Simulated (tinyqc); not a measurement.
# Changing the temperature T

Model: concentration-dependent dopant diffusion with charged defects and the built-in field. Computed by tinyqc, a small Python program. Command: `OMP_NUM_THREADS=1 python tinyqc.py 3025215 3025216 out.jsonl extrinsic sweep`. One thread of a shared host (Intel(R) Xeon(R) Processor @ 2.30GHz), about 0.6 s of CPU time with the checks.

A constant source C_s feeds a half space. The dopant moves through neutral point defects and through charged ones, whose number grows with the majority carrier density n.

Inputs (values chosen for the exercise, modelled on antimony in silicon):
```
quantity                        value    unit
neutral prefactor D0x           0.228  cm^2/s
neutral activation energy E0     3.66      eV
singly charged prefactor D01     14.6  cm^2/s
activation energy E1             4.09      eV
surface concentration C_s     2.8e+20  1/cm^3
junction level C_B            7.3e+16  1/cm^3
time t                             60       s
```

Field enhancement: on.

Constants: k_B = 8.617333262e-05 eV/K.

Method:
- n_i = 3.87e16 T^1.5 exp(-7014/T) per cm^3 (T in kelvin, an empirical form); each D = prefactor x exp(-E/(k_B T)); the intrinsic diffusivity D_i is their sum.
- Temperatures in kelvin are T(C) + 273.15.
- n = C/2 + sqrt(C^2/4 + n_i^2); D(C) = h [Dx + D1 (n/n_i)], h = 1 + C/sqrt(C^2 + 4 n_i^2).
- With y = x/sqrt(D_s t), u = C/C_s and q = -(D/D_s) du/dy: du/dy = -q D_s/D, dq/dy = -(y/2) q D_s/D, u(0) = 1. The surface flux q(0) is shot so that u tends to 0 (LSODA, an adaptive multistep solver, relative tolerance 1e-10). Dose Q = 2 q(0) C_s sqrt(D_s t).
- The junction lies where C = C_B.

One run for each value:
```
temperature T (C)  junction depth x_j (nm)  enhancement D_s/D_i  n_i (1/cm^3)  intrinsic diffusivity D_i (cm^2/s)
850                                    4.8                86.26     2.826e+18                           1.509e-17
900                                   10.1                68.82     3.937e+18                           8.239e-17
950                                   20.0                55.36     5.352e+18                           3.947e-16
1000                                  37.7                44.91     7.119e+18                           1.683e-15
1050                                  68.0                36.73     9.288e+18                           6.467e-15
1100                                 117.7                30.29     1.191e+19                           2.264e-14
1150                                 196.6                25.18     1.504e+19                           7.285e-14
```

Over the rows, junction depth x_j (nm) rises from 4.78 to 197; enhancement D_s/D_i falls from 86.3 to 25.2. The enhancement drops as T rises, because n_i grows relative to C_s.

Caution (all rows): at such concentrations dopants can cluster or exceed their solubility; the active fraction and the diffusivity then fall below the model.
